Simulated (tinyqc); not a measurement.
Order of mass and momentum: quantum well in an electric field by finite differences.

Finite differences on points z_i at the centres of cells of width h: H_ii = (c/h^2)(1/m_(i-1/2) + 1/m_(i+1/2)) + V_i, H_(i,i+1) = -(c/h^2)/m_(i+1/2), where m_(i+1/2) is the mean of the masses at the two points (the end values are repeated outwards), psi = 0 on the points beyond both ends, c = hbar^2/2m0. The field adds e F (z - z0) with z0 the middle of the structure; 1 kV/cm = 1e-5 eV/angstrom.

Constants: hbar^2/2m0 = 3.80998211 eV angstrom^2.

Values chosen for the exercise (out of a larger set: near those of an InGaAs well in InP; not measured data):

| symbol | value | unit | meaning |
|---|---|---|---|
| layers | ((39, 0.246, 0.0794), (78, 0, 0.041), (39, 0.246, 0.0794)) |  | each layer: thickness in angstrom, band edge in eV, mass in m0 |
| F | 40 | kV/cm | field along z |
| hf | 0.8125 | angstrom | cell width of the fine grid |

Fine grid. Hermitian kinetic operators m^a p m^b p m^a with 2a + b = -1: H_ii = (c/h^2) m_i^(2a) (m_(i-1/2)^b + m_(i+1/2)^b) + V_i, H_(i,i+1) = -(c/h^2) m_i^a m_(i+1)^a m_(i+1/2)^b; BenDaniel-Duke is a = 0. The halved form has H_ii = 2c/(h^2 m_i) + V_i and H_(i,i+1) = -(c/2h^2)(1/m_i + 1/m_(i+1)). The shifts are measured against BenDaniel-Duke; the last column repeats E1 with cells of hf/4.

Levels (eV):

| operator | E1 | E2 | E1 - E1(BDD) (meV) | E1 at hf/4 |
|---|---|---|---|---|
| BenDaniel-Duke | 0.0536 | 0.2201 | 0.0 | 0.0536 |
| (1/m) p^2 + p^2 (1/m), halved | -0.1720 | -0.1317 | -225.6 | -4.4057 |
| m^(-1/2) p^2 m^(-1/2) | 0.0769 | 0.2478 | 23.3 | 0.0769 |
| m^(-1/4) p m^(-1/2) p m^(-1/4) | 0.0650 | 0.2339 | 11.4 | 0.0650 |
| one mass, the smallest | 0.0667 | 0.2491 | 13.1 | 0.0668 |

The three forms m^a p m^b p m^a span 23.3 meV in E1, 14 % of E2 - E1; they differ only at the mass steps (largest to smallest mass 1.94), where m^a psi is the continuous quantity. Dropping the mass step altogether moves E1 by +13.1 meV. Refining the grid moves the halved form by -4233.7 meV, against at most 0.05 meV for the other three: at an abrupt step it has no limit as the grid is refined.

Program tinyqc; command `OMP_NUM_THREADS=1 python tinyqc.py 1250576 1250577 out.jsonl`; about 0.02 s on one thread of a shared Intel(R) Xeon(R) Processor @ 2.30GHz.
